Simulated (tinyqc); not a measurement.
Inside a calculation. Method: one-electron ion in a basis of Gaussians. One step of it, computed by the program tinyqc.

Question. Matrices over normalised Gaussians. With p = a_i + a_j and I(k) = Gamma((k+1)/2) / (2 p^((k+1)/2)): S = I(2l+2), T = (2l+3) a_i a_j S / p, V = -Z I(2l+1), each divided by sqrt(S_ii S_jj).

exponents of r^l exp(-a r^2) (1/bohr^2): 1.518000  2.271000  3.396000  5.080000  7.597000  11.360000  17.000000

Z = 4

l = 0

Give: S; T; V.

Answer.

S, lower triangle:
```
       1      2      3      4      5      6      7
1  1.000
2  0.970  1.000
3  0.888  0.970  1.000
4  0.772  0.888  0.970  1.000
5  0.643  0.772  0.888  0.970  1.000
6  0.518  0.643  0.772  0.888  0.970  1.000
7  0.406  0.518  0.643  0.772  0.888  0.970  1.000
```

T (hartree), lower triangle:
```
       1      2      3      4       5       6       7
1  2.277
2  2.648  3.406
3  2.796  3.961  5.094
4  2.708  4.183  5.924  7.620
5  2.441  4.051  6.255  8.862  11.396
6  2.081  3.653  6.058  9.356  13.252  17.040
7  1.699  3.112  5.461  9.062  13.992  19.820  25.500
```

V (hartree), lower triangle:
```
        1        2        3        4        5        6        7
1  -7.864
2  -8.524   -9.619
3  -8.888  -10.425  -11.763
4  -8.954  -10.871  -12.749  -14.387
5  -8.765  -10.952  -13.294  -15.593  -17.593
6  -8.389  -10.721  -13.392  -16.259  -19.068  -21.514
7  -7.893  -10.260  -13.109  -16.379  -19.884  -23.320  -26.318
```
